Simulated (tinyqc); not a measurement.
Inputs raised by 5 %, one at a time: electron-beam lithography: double-Gaussian proximity function, edge placement and dose correction for parallel lines. Computed by tinyqc, a small Python program. Command: `OMP_NUM_THREADS=1 python tinyqc.py 3114185 3114186 out.jsonl proximity sens`. One thread of a shared host (Intel(R) Xeon(R) Processor @ 2.30GHz), about 0.02 s of CPU time with the checks.

Lines are infinitely long. Absorbed energy is counted so that the middle of a very large area written at dose 1 receives 1; the resist develops where it exceeds 1/2.

Inputs (values chosen for the exercise, of the order of those for 50 keV electrons in resist on silicon):
```
quantity                              value               unit
forward range alpha                   0.025         micrometre
backscatter range beta                  9.4         micrometre
backscatter ratio eta                  0.76                  -
base dose D0                             58  microcoulomb/cm^2
beam current                             66                 nA
pixel size                                4                 nm
width of the test line                0.054         micrometre
pattern density around the test line   0.34                  -
```

line widths (micrometre): 0.11  3  0.057  0.043  1.2

gaps between the lines (micrometre): 1.2  1.8  3.1  0.13

Constants: e = 1.602176634e-19 C.

Method:
- The first line starts at x = 0; each next one starts after the width and the gap.
- f(r) = [exp(-r^2/alpha^2)/alpha^2 + eta exp(-r^2/beta^2)/beta^2]/(pi (1 + eta)). A line from a to b at dose d gives E(x) = d [S(alpha) + eta S(beta)]/(1 + eta), S(s) = [erf((b - x)/s) - erf((a - x)/s)]/2.
- M_ij is the mean of E at the two edges of line i from line j at dose 1.
- Uncorrected edge energies are M 1. Solve M d = 1/2 for the doses d that put the mean edge energy of every line at the threshold.
- A test line of width w << beta in surroundings of density rho, all at dose d: near its edge E(x) = d [S + eta rho]/(1 + eta), S = [erf((b - x)/alpha) - erf((a - x)/alpha)]/2 for edges a and b, the second term being the background energy. Dose to size d_s = (1 + eta)/(erf(w/alpha) + 2 eta rho), dose = d_s D0; edge slope d [1 - exp(-w^2/alpha^2)]/(sqrt(pi) alpha (1 + eta)); width change per 1 % of dose = 2 x 0.01 x (1/2)/slope.
- With dose = d_s D0: electrons per pixel N = dose x pixel area/e; relative noise 1/sqrt(N); time per cm^2 of pattern area = dose x density/current; pixel rate = current/(dose x pixel area).

Runs:
```
input moved                            from       to  dose to size d_s  largest over smallest dose  writing time per cm^2 (h)  shot noise (%)
base run                                  -        -             1.162                       1.073                     0.0964           12.19
forward range alpha (micrometre)      0.025  0.02625             1.163                       1.075                     0.0965           12.18
backscatter range beta (micrometre)     9.4     9.87             1.162                       1.066                     0.0964           12.19
backscatter ratio eta                  0.76    0.798             1.167                       1.077                     0.0969           12.16
width of the test line (micrometre)   0.054   0.0567             1.161                       1.073                     0.0964           12.19
pattern density around the test line   0.34    0.357             1.143                       1.073                     0.0996           12.29
base dose D0 (microcoulomb/cm^2)         58     60.9             1.162                       1.073                     0.1013           11.90
pixel size (nm)                           4      4.2             1.162                       1.073                     0.0964           11.61
```

Exponents ln(y'/y) / ln(x'/x):
```
input                                 dose to size d_s  largest over smallest dose  writing time per cm^2  shot noise
forward range alpha                              0.019                       0.039                  0.019      -0.009
backscatter range beta                           0.000                      -0.141                  0.000       0.000
backscatter ratio eta                            0.091                       0.071                  0.091      -0.046
width of the test line                          -0.012                       0.000                 -0.012       0.006
pattern density around the test line            -0.347                       0.000                  0.653       0.173
base dose D0                                     0.000                       0.000                  1.000      -0.500
pixel size                                       0.000                       0.000                  0.000      -1.000
```

Which inputs matter most for each result?

Among the inputs moved here: dose to size d_s answers most in size to pattern density around the test line (exponent -0.347), next to backscatter ratio eta (+0.091); its exponent is below 0.0005 for backscatter range beta, base dose D0, pixel size. Largest over smallest dose answers most in size to backscatter range beta (exponent -0.141), next to backscatter ratio eta (+0.071); its exponent is below 0.0005 for width of the test line, pattern density around the test line, base dose D0, pixel size. Writing time per cm^2 answers most in size to base dose D0 (exponent +1.000), next to pattern density around the test line (+0.653); its exponent is below 0.0005 for backscatter range beta, pixel size. Shot noise answers most in size to pixel size (exponent -1.000), next to base dose D0 (-0.500); its exponent is below 0.0005 for backscatter range beta.

Extremes, crossings and ranges named in words are read from the listed rows.
